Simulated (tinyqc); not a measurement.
Estimate of lattice thermal conductivity from elastic moduli (Slack, Klemens and Cahill formulas): one step, computed by the program tinyqc.

An isotropic solid.

Problem. Point defects and grains. High-temperature forms with the classical heat capacity. Klemens: kappa/kappa_0 = arctan(u)/u, u^2 = pi^2 Theta V Gamma kappa_0/(h v_m^2). Grains: 1/kappa_poly = 1/kappa + 1/(C v_m d/3), C = 3 k_B/(n V), the acoustic branches alone.

Inputs (values chosen for the exercise, for a model crystal): volume per atom V = 28.8 angstrom^3; atoms per primitive cell n = 20; temperature T = 1200 K; disorder parameter Gamma = 0.00024; grain size d = 340 nm.

Grueneisen parameter: from thermal expansion.

kappa of the perfect crystal = 0.3628241 W/(m K)

Debye temperature Theta = 211.7940 K

v_m = 2180.560 m/s

Constants: h = 6.62607015e-34 J s; k_B = 1.380649e-23 J/K.

Give: disorder scale u; kappa with point defects; grain-boundary limit; kappa of the polycrystal.

Solution.

disorder scale u = 0.040791

kappa with point defects = 0.36262 W/(m K)

grain-boundary limit = 17.771 W/(m K)

kappa of the polycrystal = 0.35537 W/(m K)

For small u the loss is about u^2/3 = 0.001. Grains remove a further 2 %.
